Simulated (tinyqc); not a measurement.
Worked calculation: Kane-Mele model of a buckled honeycomb layer in a normal field. Values are carried at full precision from step to step, so a last printed digit may differ when a step is redone from the rounded ones.

Sublattices A and B lie at +/-b, so the field gives them the energies +/-D, D = e b Ez (in eV for b in angstrom and Ez in V/angstrom); 2 lam is the gap at zero field. Near the valleys tau = +/-1, for spin sz = +/-1: H = hbar v (tau qx sx + qy sy) + m sz_AB with m = D - tau sz lam, hbar v = (sqrt3/2) a t. On the lattice the spin-orbit term is the second-neighbour hopping i (lam/3 sqrt3) nu sz, nu = +/-1 by the sense of the turn. The filled band of one cone contributes tau sign(m)/2 to the Chern number, in the sense Omega = curl of i<u|grad u>. Rashba terms are left out.

Constants: hbar^2/2m0 = 3.80998211 eV angstrom^2.

Values chosen for the exercise (of the size used for stanene; not measured data):

| symbol | value | unit | meaning |
|---|---|---|---|
| a | 4.68 | angstrom | lattice constant |
| t | 1.26 | eV | hopping |
| lam | 0.096 | eV | spin-orbit half gap |
| b | 0.4 | angstrom | half the buckling height |
| Ez | 0.18 | V/angstrom | normal field at the atoms, after screening; 0.01 is 1 MV/cm, and gates reach some 0.05 |
| q | 0.0098 | 1/angstrom | distance from K along x |

## The four Dirac masses

Form D, hbar v, and for each flavour m, the gap 2|m|, the band mass 2c|m|/(hbar v)^2 with c = hbar^2/2m0, and the share of the Chern number.

D = 72.000 meV
hbar v = 5.1068 eV angstrom

Flavours:

| tau | sz | m (meV) | gap (meV) | mass (m0) | share of C |
|---|---|---|---|---|---|
| 1 | 1 | -24.000 | 48.000 | 0.00701 | -0.5 |
| 1 | -1 | 168.000 | 336.000 | 0.04909 | 0.5 |
| -1 | 1 | 168.000 | 336.000 | 0.04909 | -0.5 |
| -1 | -1 | -24.000 | 48.000 | 0.00701 | 0.5 |

## Invariants

C(up) and C(down) are the sums over valleys; spin Chern number (C(up) - C(down))/2; valley number, the sum for tau = +1 less that for tau = -1; Z2 index |C(up)| mod 2; critical field lam/b.

C(up), C(down): -1  1

spin Chern number = -1
valley number = 0
Z2 = 1
critical field = 0.2400 V/angstrom

|D| < lam: the masses of one spin have opposite signs in the two valleys, a quantum spin Hall insulator.

## Levels and curvature at distance q

E = sqrt(m^2 + (hbar v q)^2); curvature of the filled band Omega = tau (hbar v)^2 m/(2 E^3).

At q:

| tau | sz | E (meV) | Omega (angstrom^2) |
|---|---|---|---|
| 1 | 1 | 55.504 | -1830 |
| 1 | -1 | 175.296 | 406.7 |
| -1 | 1 | 175.296 | -406.7 |
| -1 | -1 | 55.504 | 1830 |

In each valley the two spins differ by 119.792 meV, with opposite order in the other valley.

## Checks

- Curvature formula against a plaquette: both -1830.

Run: tinyqc, `OMP_NUM_THREADS=1 python tinyqc.py 1452844 1452845 out.jsonl`; Intel(R) Xeon(R) Processor @ 2.30GHz, one thread, shared host; about 0.01 s of CPU time with all checks.
